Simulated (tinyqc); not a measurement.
# Free and trapped electrons in a MOS channel with a dense trap tail, step by step

tinyqc, about 0.04 s, one thread, Intel Xeon 2.30GHz (shared host): `OMP_NUM_THREADS=1 python tinyqc.py 2222035 2222036 out.jsonl` Printed values are rounded.

p-type body, charge-sheet picture, full ionisation (an idealisation for deep acceptors), Boltzmann statistics for free electrons. e = Ec - EF at the surface. Acceptor-like traps of density D(E) = D0 + De exp(-E/Ew) at depth E below Ec, from 0 to Eu, hold n_t = integral of D(E)/(1 + exp((e - E)/Vt)). psi = Eg - Vt ln(Nv/Na) - e; N_dep = sqrt(2 eps0 eps_r Na (psi - Vt)/q); n_f = sqrt(N_dep^2 + 2 eps0 eps_r Vt Nc exp(-e/Vt)/q) - N_dep; Vg = Vfb + psi + q (N_dep + n_t + n_f)/Cox, Cox = eps0 eox/tox.

Inputs (values chosen for the exercise); band and dielectric values close to those of 4H silicon carbide:
```
symbol,value,unit,meaning
T,300,K,temperature
Eg,3.28,eV,band gap
eps_r,9.63,,relative permittivity
Nc,1.7e19,cm^-3,conduction-band density of states at T
Nv,2.46e19,cm^-3,valence-band density of states at T
eox,3.9,,relative permittivity of the insulator
tox,38,nm,insulator thickness
Na,1.1e17,cm^-3,acceptor density
Vfb,-2.72,V,flat-band voltage without trapped charge
D0,1.1e11,cm^-2 eV^-1,constant background density of acceptor-like traps
De,4.7e13,cm^-2 eV^-1,density of the tail at the conduction edge
Ew,0.1,eV,decay energy of the tail
Eu,0.51,eV,depth below Ec down to which the traps reach
mf,78,cm^2/(V s),mobility of free electrons
e,0.03,eV,Ec - EF at the surface
```

Constants: q = 1.602176634e-19 C, kB = 1.380649e-23 J/K, Vt = kB T/q, eps0 = 8.8541878128e-14 F/cm where lengths are in cm. Results are converted to the units shown.

Range of the model: EF lies less than 2 Vt below the band edge, or above it, where degeneracy and confinement, left out, matter.

## Trapped charge

Trapezoid rule on 13 equal steps from 0 to Eu, f = 1/(1 + exp((e - E)/Vt)).

```
point      E (eV)  D(E) f (cm^-2 eV^-1)
0               0           1.123975e13
1      0.03923077           1.874318e13
2      0.07846154           1.868866e13
3       0.1176923           1.412158e13
4       0.1569231           9.823198e12
5       0.1961538           6.709319e12
6       0.2353846           4.573522e12
7       0.2746154           3.125945e12
8       0.3138462           2.147387e12
9       0.3530769           1.486266e12
10      0.3923077           1.039666e12
11      0.4315385           7.379861e11
12      0.4707692           5.342023e11
13           0.51           3.965471e11
```

n_t = 3.434617e12 cm^-2

With 1600 steps n_t = 3.464e12 cm^-2; the coarse value is 0.84 % below it.

## Charges and gate voltage

psi, N_dep, n_f and Vg as defined, with the n_t given; free share n_f/(n_f + n_t); apparent mobility mf n_f/(n_f + n_t); gate voltage spent on traps q n_t/Cox.

psi = 3.110140 V
N_dep = 1.900295e12 cm^-2
n_f = 3.528962e11 cm^-2
Vg = 10.41840 V
free share = 9.317360 %
apparent mobility = 7.267541 cm^2/(V s)
gate voltage spent on traps = 6.055625 V
